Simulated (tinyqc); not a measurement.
Inside a calculation. Method: plane-wave Kohn-Sham cycle with exchange-only LDA in a layered model solid. Computed by tinyqc, a small Python program that keeps every step. Settings: points = 16, plane-wave index or count = 3, electrons = 2, k points = 4, area = 34.0, mixing = 0.1, iteration cap = 69. Command: `OMP_NUM_THREADS=1 python tinyqc.py 23313 23314 out.jsonl` (the two numbers bound the seeds that draw the settings). One thread of a shared host (Intel(R) Xeon(R) Processor @ 2.60GHz), about 0.03 s of CPU time with the checks. Later iterations appear only in the table of the cycle.

## Iteration 1: potential

A solid whose potential varies along x alone (atomic units):
```
parameter,value
period a,8.500000
cross-section of the cell,34.000000
electrons per cell,2
grid points,16
"plane waves -n..n, n",3
k points,4
V1 in V1 cos(2 pi x/a),-0.200000
```

density at the start, on the grid x_j = j a/N (e/bohr^3): 0.006920  0.006920  0.006920  0.006920  0.006920  0.006920  0.006920  0.006920  0.006920  0.006920  0.006920  0.006920  0.006920  0.006920  0.006920  0.006920

V_H(G) = 4 pi rho(G)/G^2 for G != 0 (uniform background); v_x = -(3 rho/pi)^(1/3); V = V_ext + V_H + v_x; Fourier components f(G_m) = (1/N) sum_j f(x_j) exp(-i G_m x_j).

Potentials on the grid (hartree):
```
x,V_ext,V_H,v_x,V
0.0000,-0.2000,0.0000,-0.1877,-0.3877
0.5312,-0.1848,0.0000,-0.1877,-0.3724
1.0625,-0.1414,0.0000,-0.1877,-0.3291
1.5938,-0.0765,0.0000,-0.1877,-0.2642
2.1250,0,0.0000,-0.1877,-0.1877
2.6562,0.0765,0.0000,-0.1877,-0.1111
3.1875,0.1414,0.0000,-0.1877,-0.0462
3.7188,0.1848,0.0000,-0.1877,-0.0029
4.2500,0.2000,0.0000,-0.1877,0.0123
4.7812,0.1848,0.0000,-0.1877,-0.0029
5.3125,0.1414,0.0000,-0.1877,-0.0462
5.8438,0.0765,0.0000,-0.1877,-0.1111
6.3750,0,0.0000,-0.1877,-0.1877
6.9062,-0.0765,0.0000,-0.1877,-0.2642
7.4375,-0.1414,0.0000,-0.1877,-0.3291
7.9688,-0.1848,0.0000,-0.1877,-0.3724
```

V(G_m), m = 0, 1, 2, ... (hartree): -0.1877  -0.1000  0.0000  0.0000  0.0000  0.0000  0.0000

## Iteration 1: Hamiltonian at one k

k = 0.1250 2 pi / a

H(m,m') = (k + G_m)^2/2 delta + V(G_m - G_m'), with V(-G) = V(G).

H (hartree):
```
,-3,-2,-1,+0,+1,+2,+3
-3,2.0706,-0.1000,0.0000,0.0000,0.0000,0.0000,0.0000
-2,-0.1000,0.7728,-0.1000,0.0000,0.0000,0.0000,0.0000
-1,0.0000,-0.1000,0.0215,-0.1000,0.0000,0.0000,0.0000
+0,0.0000,0.0000,-0.1000,-0.1834,-0.1000,0.0000,0.0000
+1,0.0000,0.0000,0.0000,-0.1000,0.1581,-0.1000,0.0000
+2,0.0000,0.0000,0.0000,0.0000,-0.1000,1.0460,-0.1000
+3,0.0000,0.0000,0.0000,0.0000,0.0000,-0.1000,2.4804
```

## Iteration 1: levels at that k

Diagonalise the Hermitian matrix.

eigenvalues (hartree): -0.2472  0.0395  0.1793  0.7785  1.0504  2.0783  2.4873

## Iteration 1: new density

Motion across x is left out: the lowest 1 band(s) hold two electrons at each of the k points (j + 1/2)/nk - 1/2. Residual R = rho(out) - rho(in); rho(new) = rho(in) + 0.1 R. rho(out) = 2/(a A nk) sum |psi|^2 with psi = sum c exp(i G x). Harris energy E = band energy - dV sum rho (V_H/2 + v_x) + (3/4) dV sum rho v_x with rho(in), dV = a A/N, band energy = (2/nk) sum of the filled levels.

rho(out) (e/bohr^3): 0.017133  0.015788  0.012401  0.008400  0.005007  0.002710  0.001404  0.000784  0.000605  0.000784  0.001404  0.002710  0.005007  0.008400  0.012401  0.015788

density after iteration 1 (e/bohr^3): 0.007942  0.007807  0.007468  0.007068  0.006729  0.006499  0.006369  0.006307  0.006289  0.006307  0.006369  0.006499  0.006729  0.007068  0.007468  0.007807

energy per cell = -0.390373 hartree

## Iteration 2: potential

As before.

Potentials on the grid (hartree):
```
x,V_ext,V_H,v_x,V
0.0000,-0.2000,0.0196,-0.1965,-0.3769
0.5312,-0.1848,0.0178,-0.1954,-0.3623
1.0625,-0.1414,0.0130,-0.1925,-0.3209
1.5938,-0.0765,0.0062,-0.1890,-0.2593
2.1250,0,-0.0011,-0.1859,-0.1870
2.6562,0.0765,-0.0078,-0.1838,-0.1150
3.1875,0.1414,-0.0130,-0.1825,-0.0541
3.7188,0.1848,-0.0163,-0.1819,-0.0134
4.2500,0.2000,-0.0174,-0.1818,0.0008
4.7812,0.1848,-0.0163,-0.1819,-0.0134
5.3125,0.1414,-0.0130,-0.1825,-0.0541
5.8438,0.0765,-0.0078,-0.1838,-0.1150
6.3750,0,-0.0011,-0.1859,-0.1870
6.9062,-0.0765,0.0062,-0.1890,-0.2593
7.4375,-0.1414,0.0130,-0.1925,-0.3209
7.9688,-0.1848,0.0178,-0.1954,-0.3623
```

V(G_m), m = 0, 1, 2, ... (hartree): -0.1875  -0.0944  -0.0002  0.0000  0.0000  0.0000  0.0000

## Iteration 2: Hamiltonian at one k

k = 0.1250 2 pi / a

As before.

H (hartree):
```
,-3,-2,-1,+0,+1,+2,+3
-3,2.0707,-0.0944,-0.0002,0.0000,0.0000,0.0000,0.0000
-2,-0.0944,0.7730,-0.0944,-0.0002,0.0000,0.0000,0.0000
-1,-0.0002,-0.0944,0.0217,-0.0944,-0.0002,0.0000,0.0000
+0,0.0000,-0.0002,-0.0944,-0.1832,-0.0944,-0.0002,0.0000
+1,0.0000,0.0000,-0.0002,-0.0944,0.1583,-0.0944,-0.0002
+2,0.0000,0.0000,0.0000,-0.0002,-0.0944,1.0462,-0.0944
+3,0.0000,0.0000,0.0000,0.0000,-0.0002,-0.0944,2.4805
```

## Iteration 2: levels at that k

As before.

eigenvalues (hartree): -0.2411  0.0390  0.1768  0.7780  1.0500  2.0776  2.4867

## Iteration 2: new density

As before.

rho(out) (e/bohr^3): 0.016833  0.015549  0.012303  0.008436  0.005116  0.002831  0.001507  0.000866  0.000680  0.000866  0.001507  0.002831  0.005116  0.008436  0.012303  0.015549

density after iteration 2 (e/bohr^3): 0.008831  0.008581  0.007952  0.007205  0.006568  0.006132  0.005883  0.005763  0.005728  0.005763  0.005883  0.006132  0.006568  0.007205  0.007952  0.008581

energy per cell = -0.378251 hartree

## Convergence

Stop when sqrt(dV sum R^2) is below 1e-8, dV = a A/N.

Course of the cycle:
```
iteration,E (hartree),norm of the residual
1,-0.390373,9.92e-02
2,-0.378251,8.70e-02
3,-0.368785,7.62e-02
4,-0.361485,6.65e-02
5,-0.355909,5.80e-02
6,-0.351683,5.05e-02
7,-0.348500,4.39e-02
8,-0.346115,3.81e-02
9,-0.344337,3.30e-02
10,-0.343014,2.86e-02
11,-0.342035,2.48e-02
...,...,...
59,-0.339303,6.84e-05
60,-0.339303,6.18e-05
61,-0.339303,5.59e-05
62,-0.339303,5.06e-05
63,-0.339303,4.58e-05
64,-0.339303,4.15e-05
65,-0.339303,3.75e-05
66,-0.339303,3.40e-05
67,-0.339303,3.08e-05
68,-0.339303,2.79e-05
69,-0.339303,2.53e-05
```

Not converged within 69 iterations: the residual falls steadily but slowly, by a factor of about 0.91 a step. Reruns (cap 100 unless said): mixing 0.5, Kerker q0 1.0: converged in 64 (E = -0.33930); mixing 0.3, Pulay depth 5: converged in 10 (E = -0.33930); the original settings with a cap of 400: converged in 149 (E = -0.33930).
